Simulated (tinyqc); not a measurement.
Quantum-confined Stark effect in a modulator well, step by step. Values are carried at full precision from step to step, so a last printed digit may differ when a step is redone from the rounded ones.

Constants: hbar^2/2m0 = 3.80998211 eV angstrom^2; e^2/(4 pi eps0) = 14.39964547 eV angstrom; hc = 1239.841984 eV nm.

Values chosen for the exercise (near those of a GaAs well in AlGaAs; shifted at random, so the results belong to these values and not to a real crystal): L = 148 angstrom (well width); me = 0.0692 m0 (electron, well); mh = 0.347 m0 (heavy hole along z, well); F = 38 kV/cm (field); Vc = 0.248 eV (conduction offset); Vv = 0.138 eV (heavy-hole offset); meb = 0.0885 m0 (electron, barrier); mhb = 0.407 m0 (heavy hole, barrier); Eg = 1.43 eV (gap of the well); mp = 0.16 m0 (heavy hole in the plane); eps = 12.6 (dielectric constant); dE = 10 meV (operating point below the zero-field line); G = 4 meV (half width of the exciton line).

## Estimate for hard walls

Second order: each level moves by -C m (e F)^2 L^4/(2c), C = (15/pi^2 - 1)/(24 pi^2), c = hbar^2/2m0, 1 kV/cm = 1e-5 eV/angstrom. It holds while e F L is no more than about twice 3 c pi^2/(m L^2).

Estimate:
```
carrier     shift (meV)  e F L over the level spacing
electron          -1.38                          0.76
heavy hole        -6.92                          3.79
```

The hole, 5.0 times heavier, carries 83 % of the estimated shift; for it the ratio exceeds 3, so second order overstates its shift, by 13 % at a ratio of 3 and 60 % at 8.

## Levels and envelopes

Envelopes on cells of 0.5 angstrom over the well |z| < L/2 and 45 angstrom of barrier on each side, psi = 0 beyond, psi'/m continuous (mean mass between points), c = hbar^2/2m0. The electron sees + e F z and the hole - e F z, each with its offset in the barriers; 1 kV/cm = 1e-5 eV/angstrom. Light holes, band mixing and escape by tunnelling are left out.

Ground levels, squared overlap and separation <z>_h - <z>_e without and with the field.

Results:
```
F (kV/cm)  E_e (meV)  E_h (meV)  overlap^2  separation (angstrom)
0              16.44       3.87      0.993                    0.0
38             13.33      -4.62      0.409                   52.2
```

The electron level moves by -3.11 meV (2.3 times the hard-wall estimate, since it leaks into the barriers and sees a wider well) and the hole level by -8.48 meV (1.23 times). For the hole, saturation lowers the shift and leakage raises it, so a ratio near 1 is a coincidence.

## Exciton

Exciton: in-plane function exp(-rho/lam), 1/mu = 1/me + 1/mp, E(lam) = c/(mu lam^2) - (q/eps) times the integral over k of Fm(k)(1 + (k lam/2)^2)^(-3/2), Fm(k) the double integral of psi_e^2 psi_h^2 exp(-k |z - z'|), q = e^2/(4 pi eps0); binding Eb = -E at the minimum. Line at Eg + E_e + E_h - Eb, strength proportional to overlap^2/lam^2.

Minimise over lam without and with the field.

Results:
```
F (kV/cm)  lam (angstrom)  Eb (meV)  line (eV)     nm  overlap^2/lam^2 (1e-4/angstrom^2)
0                   130.1      7.79     1.4425  859.5                             0.5866
38                  154.8      6.28     1.4324  865.5                             0.1708
```

The weaker binding gives back 1.51 meV of the red shift, leaving 10.1 meV; the strength falls to 29 %.

## Contrast at the operating point

With a Gaussian line of half width G, the absorption at E_op = line(0) - dE is proportional to strength x exp(-ln2 ((E_op - line)/G)^2); continuum absorption is left out. Give it at both fields, relative to the zero-field peak.

E_op = 1.4325 eV
wavelength = 865.5 nm

absorption without and with the field: 0.013  0.29

The field changes the absorption by +0.28 of the zero-field peak. With dE above 2G the Gaussian tail at zero field is weak; real tails fall only exponentially and absorb more.

## Checks

- Zero-field levels against the matching condition of the square well, meV: largest difference 1.4e-02.
- Slope d(E_e + E_h)/dF against minus the separation (Hellmann-Feynman), angstrom: both -52.2.

Run: tinyqc, `OMP_NUM_THREADS=1 python tinyqc.py 1251246 1251247 out.jsonl`; Intel(R) Xeon(R) Processor @ 2.30GHz, one thread, shared host; about 0.1 s of CPU time with all checks.
